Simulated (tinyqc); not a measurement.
# Worked calculation: octagonal on-chip spiral inductor, lumped pi model

Program tinyqc, `OMP_NUM_THREADS=1 python tinyqc.py 2302187 2302188 out.jsonl`; Intel Xeon 2.30GHz, shared host, one thread, about 0.01 s. Printed values are rounded.

Outer diameter do = di + 2 n wd + 2 (n - 1) sp, mean da = (do + di)/2, fill p = (do - di)/(do + di), length l = 3.314 n da. L = 2.25 mu0 n^2 da/(1 + 3.55 p), mu0 = 4 pi 1e-7 H/m. Rs = rho l/(wd delta (1 - exp(-th/delta))), delta = sqrt(rho/(pi f mu0)). Cs = n wd^2 eps0 eo/hu across the coil. At each end Cox = l wd eps0 eo/(2 ho) leads to the substrate branch Rsi = 2 rs he/(l wd) in parallel with Csi = l wd eps0 11.7/(2 he). With one end grounded Y = 1/(Rs + i w L) + i w Cs + 1/[1/(i w Cox) + 1/(1/Rsi + i w Csi)], w = 2 pi f; Q = -Im Y/Re Y. Eddy currents in neighbouring turns and in the substrate are left out.

Values chosen for this exercise; values of the order met in silicon radio-frequency processes: number of turns n = 6.5; line width wd = 4 um; space between turns sp = 2 um; inner diameter di = 60 um; metal thickness th = 2 um; metal resistivity rho = 2.2 uohm cm; oxide below the coil ho = 8 um; oxide between coil and underpass hu = 1.3 um; relative permittivity of the oxide eo = 3.9; substrate resistivity rs = 1000 ohm cm; effective spreading depth in the substrate he = 80 um; frequency f = 3.8 GHz.

Constants: eps0 = 8.8541878128e-12 F/m. Results are converted to the units shown.

## Geometry and model elements

do, l, L, delta, Rs, Cs, Cox, Rsi and Csi as defined.

do = 134 um
l = 2089.48 um
L = 4.92223 nH
delta = 1.21099 um
Rs = 11.7413 ohm
Cs = 2.76251 fF
Cox = 18.0381 fF
Rsi = 1.91435e5 ohm
Csi = 5.41143 fF

Rs is 2.04 times the direct-current value in this empirical form, which overstates the skin effect of a flat slab when delta is near th and so stands in for some current crowding.

## Admittance, quality factor and apparent inductance

Series branch 1/(Rs + i w L), substrate branch, total Y, Q = -Im Y/Re Y, apparent inductance Im(1/Y)/w, metal-only value w L/Rs, share of the loss in the substrate Re(substrate branch)/Re Y.

series branch = 0.84169-8.42484i mS
substrate branch = 0.0030907+0.0994165i mS
Y = 0.84478-8.25947i mS
Q = 9.77703
apparent inductance = 5.01840 nH
w L/Rs = 10.0094
share of the loss in the substrate = 0.365854 %

Q is 97.7 % of the metal-only value.
